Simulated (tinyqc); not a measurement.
From mean radius back to vacancy excess C0: nucleation and growth of vacancy voids in a cooling silicon-like crystal. Computed by tinyqc, a small Python program. Command: `OMP_NUM_THREADS=1 python tinyqc.py 3027129 3027130 out.jsonl voids inv`. One thread of a shared host (Intel(R) Xeon(R) Processor @ 2.30GHz), about 0.4 s of CPU time with the checks.

Spherical voids; vacancies are lost only to voids.

Inputs (values chosen for the exercise, for a model crystal):

| quantity | value | unit |
|---|---|---|
| vacancy density at the melting point C_m | 4.4e+14 | 1/cm^3 |
| formation energy E_f | 3.97 | eV |
| melting point T_m | 1685 | K |
| diffusion prefactor D0 | 0.002 | cm^2/s |
| migration energy E_m | 0.41 | eV |
| site density rho | 5e+22 | 1/cm^3 |
| void surface energy gamma | 0.821 | J/m^2 |
| cooling rate q | 2.5 | K/min |
| temperature step | 0.2 | K |

Vacancy supply: given.

Constants: k_B = 8.617333262e-05 eV/K; k_B = 1.380649e-23 J/K.

Method:
- C = C0 as given.
- C_e = C_m exp[-(E_f/k_B)(1/T - 1/T_m)]; D = D0 exp(-E_m/(k_B T)); f = k_B T ln(C/C_e); r* = 2 gamma/(rho f); W* = 16 pi gamma^3/(3 rho^2 f^2); Z = f/sqrt(12 pi W* k_B T); I = rho Z (4 pi r* D C) exp(-W*/(k_B T)).
- March down from 1500 K in steps dT, dt = dT/q, with values at the upper end of each step: a class of I dt voids is born with r*; then all classes grow by r^2 += 2 D (C - C_e) dt/rho; C falls by the vacancies added to voids. Stop at 1150 K. T_n is the T of the largest I, N the final count (classes under 1e-6 /cm^3 are dropped), and the mean radius the number average.

Task: A run gave the result below. Find the vacancy excess C0, known to lie between 3.5e+13 and 7e+13 1/cm^3.

mean radius = 69.23158 nm

Result:

Each step takes the trial c = (a f_b - b f_a)/(f_b - f_a), f being the result less the target and a, b, c the logarithms of the listed values; c replaces end b, the old b replaces a if the sign of f changed, and otherwise f_a is halved.

Scan of the range:

| vacancy excess C0 (1/cm^3) | mean radius (nm) |
|---|---|
| 3.50e+13 | 55.0007 |
| 3.93e+13 | 58.7971 |
| 4.41e+13 | 62.8318 |
| 4.95e+13 | 67.1537 |
| 5.56e+13 | 71.8012 |
| 6.24e+13 | 76.7332 |
| 7.00e+13 | 81.9821 |

False position (Illinois rule, in the logarithm of the input) inside the bracket:

| step | end a | end b | trial | mean radius (nm) |
|---|---|---|---|---|
| 1 | 4.95000e+13 | 5.56000e+13 | 5.21398e+13 | 69.1933 |
| 2 | 5.56000e+13 | 5.21398e+13 | 5.21891e+13 | 69.2309 |
| 3 | 5.56000e+13 | 5.21891e+13 | 5.21909e+13 | 69.2322 |
| 4 | 5.21891e+13 | 5.21909e+13 | 5.21900e+13 | 69.2316 |

Mean radius rises at every point of a 13-point scan of the range (every second point is shown), so one value fits; it is bracketed by 4.95e13 and 5.56e13. Answer: vacancy excess C0 = 5.219e13 1/cm^3.
